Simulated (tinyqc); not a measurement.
Resistance of a tapered via with liner, size effect and interface: one step of the calculation.

A round via whose diameter grows from db at the bottom as D(z) = db + 2 z/tan(ang). The fill, of diameter D - 2 tl, starts above the bottom liner (thickness fb tl) and has rho = rho0 (1 + ks lam/(D - 2 tl)); the sidewall liner conducts in parallel with it. The bottom liner and the interface are crossed over the full area pi db^2/4. Spreading in the lines above and below is left out.

Problem. Slices of the via. Slices between z0 = fb tl and hv, evaluated at their midpoints: conductance per length pi/4 [(D - 2 tl)^2/rho + (D^2 - (D - 2 tl)^2)/rl], slice resistance = slice height over that. 7 slices.

Inputs (values chosen for the exercise); fill metal close to tungsten:
- db = 51 nm (diameter at the bottom)
- hv = 140 nm (height)
- ang = 85 degrees (sidewall angle)
- rho0 = 5.43 uohm cm (bulk resistivity of the fill)
- lam = 15.9 nm (mean free path of the fill)
- ks = 1.1 (size-effect factor)
- tl = 3.7 nm (liner on the sidewall)
- fb = 1 (liner at the bottom over that on the sidewall)
- rl = 360 uohm cm (resistivity of the liner)

Give: z; D; rho; slice resistance.

Solution.

```
slice  z (nm)  D (nm)  rho (uohm cm)  slice resistance (ohm)
0       13.44   53.35          7.497                  0.8739
1       32.91   56.76          7.354                  0.7435
2       52.38   60.17          7.230                  0.6399
3       71.85   63.57          7.121                  0.5564
4       91.32   66.98          7.024                  0.4881
5       110.8   70.39          6.938                  0.4315
6       130.3   73.79          6.860                  0.3841
```

Program tinyqc, `OMP_NUM_THREADS=1 python tinyqc.py 2750045 2750046 out.jsonl`; Intel Xeon 2.30GHz, shared host, one thread, about 0.01 s.
